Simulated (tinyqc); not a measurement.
Avalanche multiplication and breakdown of a junction from ionisation integrals: one step, computed by the program tinyqc.

Ionisation coefficients follow the local field. Position x runs through the depletion layer from the p side (x = 0), where electrons enter, to the n side (x = w), where holes enter. The built-in voltage is neglected.

Question. On-resistance of the drift layer. R_on = w/(e mu N) with w the width at breakdown; figure of merit V_B^2/R_on; for a triangular field it equals eps eps_0 mu F_m^3/4.

Inputs (values chosen for the exercise, modelled on germanium): permittivity eps = 16; drift-layer mobility mu = 3600 cm^2/(V s); doping N of the lightly doped side = 2.9e+14 1/cm^3.

Junction: one-sided abrupt p+n.

width at breakdown = 49.62559 micrometre

breakdown voltage = 403.8509 V

critical field F_m = 0.1627591 MV/cm

Constants: e = 1.602176634e-19 C; eps_0 = 8.8541878128e-12 F/m.

Give: specific on-resistance; V_B^2/R_on; eps eps_0 mu F_m^3/4.

Answer.

specific on-resistance = 29.67 milliohm cm^2

V_B^2/R_on = 5.497 MW/cm^2

eps eps_0 mu F_m^3/4 = 5.497 MW/cm^2
